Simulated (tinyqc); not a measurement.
CIS on RHF in the sto-6g basis, for H3-, spin multiplicity 1, step by step. The basis has no diffuse functions, so it cannot describe the extra electron: this is an exercise in the method, not the real anion. Computed by tinyqc, a small Python program that keeps every step (integrals from PySCF). Settings: charge = -1, multiplicity = 1, basis = sto-6g, method = RHF, energy threshold = 1e-10, iteration cap = 66, orthogonalisation = canonical, start = atomic densities, DIIS depth = 6. Command: `OMP_NUM_THREADS=1 python tinyqc.py 31528 31529 out.jsonl` (the two numbers bound the seeds that draw the settings). One thread of a shared host (Intel(R) Xeon(R) Processor @ 2.60GHz), about 0.05 s of CPU time with the checks. The early iterations of the SCF are left out here.

## One-electron integrals

Geometry (angstrom):
```
atom         x         y          z
H     0.000000  0.000000   0.000000
H     0.000000  0.000000   1.102000
H     0.000000  0.072000  -1.100000
```

Basis sto-6g: exponents (1/bohr^2) and contraction coefficients of normalised primitives:
```
element  l (shell)   exponent  coefficient
H            s (1)  35.523221     0.009164
H            s (1)   6.513144     0.049361
H            s (1)   1.822143     0.168538
H            s (1)   0.625955     0.370563
H            s (1)   0.243077     0.416492
H            s (1)   0.100112     0.130334
```

Overlap, kinetic and nuclear-attraction integrals over the contracted functions; the nuclear repulsion is the sum of Za Zb / Rab.

nuclear repulsion = 1.20042834 hartree

overlap S, lower triangle:
```
          1H 1s     2H 1s     3H 1s
1H 1s  1.000000
2H 1s  0.438866  1.000000
3H 1s  0.438673  0.086154  1.000000
```

kinetic energy T (hartree), lower triangle:
```
          1H 1s      2H 1s     3H 1s
1H 1s  0.768522
2H 1s  0.079020   0.768522
3H 1s  0.078919  -0.012030  0.768522
```

nuclear attraction V (hartree), lower triangle:
```
           1H 1s      2H 1s      3H 1s
1H 1s  -2.180157
2H 1s  -0.814730  -1.950067
3H 1s  -0.814283  -0.146151  -1.949930
```

core Hamiltonian H = T + V (hartree), lower triangle:
```
           1H 1s      2H 1s      3H 1s
1H 1s  -1.411635
2H 1s  -0.735710  -1.181545
3H 1s  -0.735364  -0.158181  -1.181408
```

## Two-electron integrals

Functions are numbered as in S; the eight-fold symmetry (ij|kl) = (ji|kl) = (kl|ij) leaves the list below.

Two-electron integrals (ij|kl) in chemists' order, unique and non-zero (hartree):
```
(11|11) 0.774999   (21|11) 0.265009   (21|21) 0.120181   (22|11) 0.446104
(22|21) 0.265009   (22|22) 0.774999   (31|11) 0.264864   (31|21) 0.084723
(31|22) 0.140663   (31|31) 0.120064   (32|11) 0.049080   (32|21) 0.019175
(32|22) 0.037967   (32|31) 0.019167   (32|32) 0.003617   (33|11) 0.445998
(33|21) 0.140709   (33|22) 0.239786   (33|31) 0.264864   (33|32) 0.037967
(33|33) 0.774999
```

## Orthogonalisation

S = U s U^T; canonical form X = U s^(-1/2), so that X^T S X = 1. Each column of U has its largest component positive (the first on a tie).

eigenvalues of S: 0.421069  0.913846  1.665085

X:
```
               1          2         3
1H 1s   1.126805  -0.000067  0.528667
2H 1s  -0.743597  -0.739518  0.400743
3H 1s  -0.743155   0.739857  0.400607
```

## Iteration 7 (converged): orbitals

converged F (hartree), lower triangle:
```
           1H 1s      2H 1s     3H 1s
1H 1s   0.111680
2H 1s  -0.231064   0.113421
3H 1s  -0.230949  -0.047432  0.113572
```

Diagonalise F' = X^T F X, C = X C', fill 2 alpha and 2 beta electrons from the bottom; D = 2 C_occ C_occ^T. Each column has its largest component positive (the first on a tie).

F' = X^T F X (hartree), lower triangle:
```
           1         2          3
1   0.988815
2  -0.000071  0.176100
3   0.000153  0.000050  -0.143305
```

orbital energies (hartree): MO1 -0.143305, MO2 0.176100, MO3 0.988815

coefficients C:
```
            MO1        MO2        MO3
1H 1s  0.528514   0.000114   1.126877
2H 1s  0.400959  -0.739521  -0.743478
3H 1s  0.400593   0.739855  -0.743165
```

D after iteration 7, lower triangle:
```
          1H 1s      2H 1s     3H 1s
1H 1s  0.558655
2H 1s  0.423657   1.415319
3H 1s  0.423607  -0.773034  1.415719
```

## Convergence

Stop when the energy changes by less than 1e-10 hartree and every element of the error matrix X^T (F D S - S D F) X is below 3e-06.

Course of the cycle:
```
iteration  E (hartree)     change  largest element of the error matrix
1          -1.15196936          -                             2.78e-03
2          -1.33393033  -1.82e-01                             3.07e-02
3          -1.33384232   8.80e-05                             3.34e-02
4          -1.33430467  -4.62e-04                             1.39e-02
5          -1.33440229  -9.76e-05                             1.03e-04
6          -1.33440229  -5.32e-09                             4.32e-06
7          -1.33440229  -7.23e-12                             2.06e-06
```

PySCF RHF in the same basis = -1.33440229 hartree

Converged in 7 iterations.

## Integrals over molecular orbitals

(pq|rs) = sum C_ip C_jq C_kr C_ls (ij|kl), one index at a time.

one-electron integrals over orbitals h = C^T H C (hartree), lower triangle:
```
           1          2          3
1  -1.447857
2  -0.000008  -1.119768
3  -0.128999  -0.000024  -0.808522
```

Two-electron integrals over orbitals (pq|rs), unique and non-zero (hartree):
```
(11|11) 0.529660    (21|11) -0.000099   (21|21) 0.162490    (22|11) 0.468690
(22|21) 0.000107    (22|22) 0.520978    (31|11) 0.077824    (31|21) 0.000067
(31|22) -0.046119   (31|31) 0.139279    (32|11) 0.000104    (32|21) -0.143413
(32|22) -0.000117   (32|31) -0.000024   (32|32) 0.145012    (33|11) 0.553313
(33|21) -0.000039   (33|22) 0.487502    (33|31) 0.093432    (33|32) 0.000060
(33|33) 0.607621
```

## CIS matrix, singlets

A(ia,jb) = (e_a - e_i) d_ij d_ab + 2 (ia|jb) - (ij|ab).

CIS matrix A, singlet (hartree):
```
           1>3        2>3
1>3   0.857365  -0.000008
2>3  -0.000008   0.615238
```

## CIS singlet states

dipole integrals <i|r|a> (bohr):
```
            x          y          z
1>3  0.000000  -0.042248  -0.001877
2>3  0.000000  -0.049935   1.526988
```

Diagonalise A (1 hartree = 27.211386 eV); each vector has its largest component positive (the first on a tie). The transition dipole is mu = sqrt2 sum c_ia <i|r|a>.

singlet excitation energies (eV): 16.741480  23.330102

lowest vectors:
```
      state 1    state 2
1>3  0.000034   1.000000
2>3  1.000000  -0.000034
```

oscillator strengths 2/3 w |mu|^2: 1.914773  0.002044

## CIS matrix, triplets

A(ia,jb) = (e_a - e_i) d_ij d_ab - (ij|ab).

CIS matrix A, triplet (hartree):
```
          1>3       2>3
1>3  0.578808  0.000039
2>3  0.000039  0.325213
```

## CIS triplet states

Diagonalise A (1 hartree = 27.211386 eV); each vector has its largest component positive (the first on a tie).

triplet excitation energies (eV): 8.849508  15.750172

lowest vectors:
```
       state 1   state 2
1>3  -0.000155  1.000000
2>3   1.000000  0.000155
```
